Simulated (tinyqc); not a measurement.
G0W0 on RHF in the 6-31g basis, for He, spin multiplicity 1, step by step. Computed by tinyqc, a small Python program that keeps every step (integrals from PySCF). Settings: charge = 0, multiplicity = 1, basis = 6-31g, method = RHF, energy threshold = 1e-10, iteration cap = 82, orthogonalisation = symmetric, start = atomic densities, DIIS depth = 6. Command: `OMP_NUM_THREADS=1 python tinyqc.py 22607 22608 out.jsonl` (the two numbers bound the seeds that draw the settings). One thread of a shared host (Intel(R) Xeon(R) Processor @ 2.60GHz), about 0.05 s of CPU time with the checks. Later iterations appear only in the table of the cycle.

## One-electron integrals

Geometry (angstrom):
```
atom         x         y         z
He    0.000000  0.000000  0.000000
```

Basis 6-31g: exponents (1/bohr^2) and contraction coefficients of normalised primitives:
```
element  l (shell)   exponent  coefficient
He           s (1)  38.421634     0.040140
He           s (1)   5.778030     0.261246
He           s (1)   1.241774     0.793185
He           s (2)   0.297964     1.000000
```

Overlap, kinetic and nuclear-attraction integrals over the contracted functions; the nuclear repulsion is the sum of Za Zb / Rab.

nuclear repulsion = 0 hartree

overlap S, order 1He 1s, 1He 2s:
$$\begin{pmatrix}
1.000000 & 0.634148 \\
0.634148 & 1.000000
\end{pmatrix}$$

kinetic energy T (hartree), order 1He 1s, 1He 2s:
$$\begin{pmatrix}
2.925655 & 0.467227 \\
0.467227 & 0.446946
\end{pmatrix}$$

nuclear attraction V (hartree), order 1He 1s, 1He 2s:
$$\begin{pmatrix}
-4.805281 & -2.013636 \\
-2.013636 & -1.742136
\end{pmatrix}$$

core Hamiltonian H = T + V (hartree), order 1He 1s, 1He 2s:
$$\begin{pmatrix}
-1.879626 & -1.546409 \\
-1.546409 & -1.295190
\end{pmatrix}$$

## Two-electron integrals

Functions are numbered as in S; the eight-fold symmetry (ij|kl) = (ji|kl) = (kl|ij) leaves the list below.

Two-electron integrals (ij|kl) in chemists' order, unique and non-zero (hartree):
```
(11|11) 1.543936   (21|11) 0.785447   (21|21) 0.427025   (22|11) 0.803952
(22|21) 0.476190   (22|22) 0.615938
```

## Orthogonalisation

S = U s U^T; symmetric (Loewdin) form X = U s^(-1/2) U^T, so that X^T S X = 1.

eigenvalues of S: [0.365852, 1.634148]

X, order 1He 1s, 1He 2s:
$$\begin{pmatrix}
1.217774 & -0.435508 \\
-0.435508 & 1.217774
\end{pmatrix}$$

## Starting guess

The start is atomic minimal-basis densities projected into this basis (PySCF's MINAO start) and scaled to the electron count of each spin; this density is not idempotent, so its energy is not variational and may lie below the converged one.

D at the start, order 1He 1s, 1He 2s:
$$\begin{pmatrix}
0.694886 & 0.608667 \\
0.608667 & 0.533145
\end{pmatrix}$$

## Iteration 1: building the Fock matrix

J_ij = sum D_kl (ij|kl), K_ij = sum D_kl (ik|jl); F = H + J - 0.5 K; E = tr D H + tr D J / 2 - 0.25 tr D K + E_nn.

Coulomb J (hartree), order 1He 1s, 1He 2s:
$$\begin{pmatrix}
2.457633 & 1.319506 \\
1.319506 & 1.466720
\end{pmatrix}$$

exchange K (hartree), order 1He 1s, 1He 2s:
$$\begin{pmatrix}
2.256676 & 1.548929 \\
1.548929 & 1.204800
\end{pmatrix}$$

Fock matrix F (hartree), order 1He 1s, 1He 2s:
$$\begin{pmatrix}
-0.550332 & -1.001367 \\
-1.001367 & -0.430869
\end{pmatrix}$$

total energy of this density = -2.85513792 hartree

This density is the starting one; it is not idempotent, so its energy is not variational and may lie below the converged one.

## Iteration 1: diagonalisation and new density

Diagonalise F' = X^T F X, C = X C', fill 1 alpha and 1 beta electrons from the bottom; D = 2 C_occ C_occ^T. Each column has its largest component positive (the first on a tie).

F' = X^T F X (hartree):
$$\begin{pmatrix}
0.164303 & -1.154548 \\
-1.154548 & 0.318805
\end{pmatrix}$$

orbital energies (hartree): MO1 -0.915576, MO2 1.398683

coefficients C, order 1He 1s, 1He 2s:
$$\begin{pmatrix}
0.591882 & -1.149921 \\
0.513792 & 1.186870
\end{pmatrix}$$

D after iteration 1, order 1He 1s, 1He 2s:
$$\begin{pmatrix}
0.700648 & 0.608208 \\
0.608208 & 0.527964
\end{pmatrix}$$

## Iteration 4 (converged): orbitals

converged F (hartree), order 1He 1s, 1He 2s:
$$\begin{pmatrix}
-0.549218 & -1.000372 \\
-1.000372 & -0.429150
\end{pmatrix}$$

As before.

F' = X^T F X (hartree):
$$\begin{pmatrix}
0.165224 & -1.154385 \\
-1.154385 & 0.320508
\end{pmatrix}$$

orbital energies (hartree): MO1 -0.914127, MO2 1.399859

coefficients C, order 1He 1s, 1He 2s:
$$\begin{pmatrix}
0.592081 & -1.149818 \\
0.513586 & 1.186959
\end{pmatrix}$$

D after iteration 4, order 1He 1s, 1He 2s:
$$\begin{pmatrix}
0.701120 & 0.608169 \\
0.608169 & 0.527541
\end{pmatrix}$$

## Convergence

Stop when the energy changes by less than 1e-10 hartree and every element of the error matrix X^T (F D S - S D F) X is below 3e-06.

Course of the cycle:
```
iteration  E (hartree)     change  largest element of the error matrix
1          -2.85513792          -                             9.81e-03
2          -2.85516030  -2.24e-05                             7.42e-04
3          -2.85516043  -1.29e-07                             5.57e-08
4          -2.85516043  -8.88e-16                             2.56e-08
```

PySCF RHF in the same basis = -2.85516043 hartree

Converged in 4 iterations.

## Populations

Mulliken: Z minus the diagonal of D S on the atom; Loewdin: the same with S^(1/2) D S^(1/2).

Charges (e):
```
atom  Mulliken  Loewdin
1He          0        0
```

## Integrals over molecular orbitals

(pq|rs) = sum C_ip C_jq C_kr C_ls (ij|kl), one index at a time.

one-electron integrals over orbitals h = C^T H C (hartree):
$$\begin{pmatrix}
-1.941034 & 0.316490 \\
0.316490 & -0.088737
\end{pmatrix}$$

Two-electron integrals over orbitals (pq|rs), unique and non-zero (hartree):
```
(11|11) 1.026907    (21|11) -0.316490   (21|21) 0.227670    (22|11) 0.858133
(22|21) -0.255554   (22|22) 0.766363
```

## Screening: direct RPA

With D = e_a - e_i and K = (ia|jb): diagonalise D^(1/2) (D + 4K) D^(1/2) = Z w^2 Z^T; X + Y = D^(1/2) Z w^(-1/2), each column of Z with its largest component positive (the first on a tie); E_c = (sum w - tr (D + 2K)) / 2.

D^(1/2) (D + 4K) D^(1/2) (hartree^2), order 1>2:
$$\begin{pmatrix}
7.461836
\end{pmatrix}$$

excitation energies w (hartree): [2.731636]

X + Y, order 1>2:
$$\begin{pmatrix}
0.920384
\end{pmatrix}$$

RPA correlation energy = -0.01884537 hartree

## G0W0 on Hartree-Fock: HOMO

W(p,q,m) = sqrt2 sum_ia (pq|ia) (X+Y)_ia,m; Sigma_c(x) = sum_(i,m) W^2/(x - e_i + w_m) + sum_(a,m) W^2/(x - e_a - w_m); solve x = e_p + Sigma_c(x) by Newton steps; Z = 1/(1 - dSigma/dx); 1 hartree = 27.211386 eV.

The 12 largest terms at x = e_p (hartree; W for the signs of X + Y given):
```
q  m          W       term
1  1  -0.411950   0.062125
2  1   0.296340  -0.017405
```

Newton steps (hartree):
```
step          x  Sigma_c(x)         Z
0     -0.914127    0.044720  0.974476
1     -0.870548    0.043593  0.975092
2     -0.870534    0.043593  0.975092
```

quasiparticle energy of the HOMO = -23.688434 eV

Hartree-Fock value = -24.874653 eV

## G0W0 on Hartree-Fock: LUMO

As before.

The 12 largest terms at x = e_p (hartree; W for the signs of X + Y given):
```
q  m          W       term
2  1  -0.332633  -0.040505
1  1   0.296340   0.017405
```

Newton steps (hartree):
```
step         x  Sigma_c(x)         Z
0     1.399859   -0.023100  0.982050
1     1.377174   -0.022688  0.982255
2     1.377171   -0.022688  0.982255
```

quasiparticle energy of the LUMO = 37.474740 eV

Hartree-Fock value = 38.092113 eV
